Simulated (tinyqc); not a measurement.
Inside a calculation: thresholds of impact ionisation and Auger recombination from band masses. Values are carried at full precision from step to step, so a last printed digit may differ when a step is redone from the rounded ones.

Parabolic bands, no phonon. At threshold the three slow carriers share one velocity. With M their total mass and m4 the mass of the fast carrier, the fast carrier has the kinetic energy E_T = G M/(M - m4) and the slow ones together E_a = G m4/(M - m4), the activation energy of the Auger rate. CCCH (fast electron): G = Eg, M = 2 me + mh, m4 = me. CHHS (hole into the split-off band): G = Eg - Dso, M = 2 mh + me, m4 = ms; this form holds for Eg > Dso (below, the process needs about Dso - Eg and is marked by a dash). CHHL (hole into the light band): G = Eg, M = 2 mh + me, m4 = ml. CHHH (fast heavy hole): G = Eg, M = 2 mh + me, m4 = mh.

Constants: kB = 8.617333262e-05 eV/K; hbar^2/2m0 = 3.80998211 eV angstrom^2.

Values chosen for the exercise (near those of InAs, gap at low temperature and not tied to T; not measured data): Eg = 0.412 eV (gap at Gamma to the s-like level); Dso = 0.394 eV (spin-orbit splitting); me = 0.0267 m0 (electron mass at Gamma); mh = 0.38 m0 (heavy-hole mass); ms = 0.139 m0 (split-off mass); ml = 0.027 m0 (light-hole mass); T = 400 K (temperature).

## Thresholds of four processes

Give G, M, m4, E_T, E_a and E_a/kT.

Results:

| process | G (eV) | M | m4 | E_T (eV) | E_a (eV) | E_a/kT |
|---|---|---|---|---|---|---|
| CCCH | 0.4120 | 0.4334 | 0.0267 | 0.4390 | 0.0270 | 0.78 |
| CHHS | 0.0180 | 0.7867 | 0.1390 | 0.0219 | 0.0039 | 0.11 |
| CHHL | 0.4120 | 0.7867 | 0.0270 | 0.4266 | 0.0146 | 0.42 |
| CHHH | 0.4120 | 0.7867 | 0.3800 | 0.7970 | 0.3850 | 11.17 |

The lowest activation energy is that of CHHS (4 meV), then CHHL (15 meV). CHHS leads because G = Eg - Dso is small. At equal G a light fast carrier takes up the energy with little momentum, so little is asked of the slow ones; CHHH asks 0.93 Eg. For equal masses E_T would be 3/2 Eg; for electrons here it is 1.066 Eg.

## Momenta at the CCCH threshold

At the threshold of the parabolic CCCH process the fast electron has E_T = Eg M/(M - me), M = 2 me + mh, and the slow carriers E_a = E_T - Eg together. It has k4 = sqrt(me E_T/c), c = hbar^2/2m0; the slow carriers share k4 in proportion to their masses. Give the wave vectors and kinetic energies, and check that they add up to E_a.

k4 = 0.05547 1/angstrom

electron, electron, hole (1/angstrom): 0.00342  0.00342  0.04863

their kinetic energies (meV): 1.67  1.67  23.72

sum = 27.05 meV

The hole carries 88 % of the momentum and of the energy of the slow carriers.

## Non-parabolicity raises the threshold

Non-parabolic fast electron: E (1 + alpha E) = c k^2/me with alpha = (1 - me)^2/Eg; the slow carriers stay parabolic, so E_T = Eg + me E_T (1 + alpha E_T)/M, M = 2 me + mh (the root between Eg and 1.9 Eg).

Give alpha, E_T, E_a = E_T - Eg and k4.

alpha = 2.2993 1/eV
E_T = 0.4728 eV
E_a = 0.0608 eV
k4 = 0.08316 1/angstrom

E_a is 2.25 times the parabolic value, since an electron at E_T above the edge has 1 + alpha E_T = 2.09 times the squared momentum, and E_T itself is 1.08 times higher.

## Temperature dependence

For non-degenerate carriers at fixed densities the Auger coefficient goes as exp(-E_a/kT), up to slowly varying powers of T. Give exp(-E_a/kT) for the parabolic and the non-parabolic CCCH value, and the characteristic temperature T0 = kT^2/E_a of each.

Boltzmann factors: 0.4563  0.1714

T0 (K): 510  227

Non-parabolicity lowers the factor by 2.7 times; direct CCCH stays open at this temperature.

## Checks

- Largest energy that an electron at k4 can give to a pair, by numerical search, against Eg (eV): both 0.4120.

Computed by tinyqc, a small Python program: `OMP_NUM_THREADS=1 python tinyqc.py 1850990 1850991 out.jsonl` (the numbers bound the seed that draws the inputs); one thread of a shared host (Intel(R) Xeon(R) Processor @ 2.30GHz), about 0.01 s for the whole set of steps.
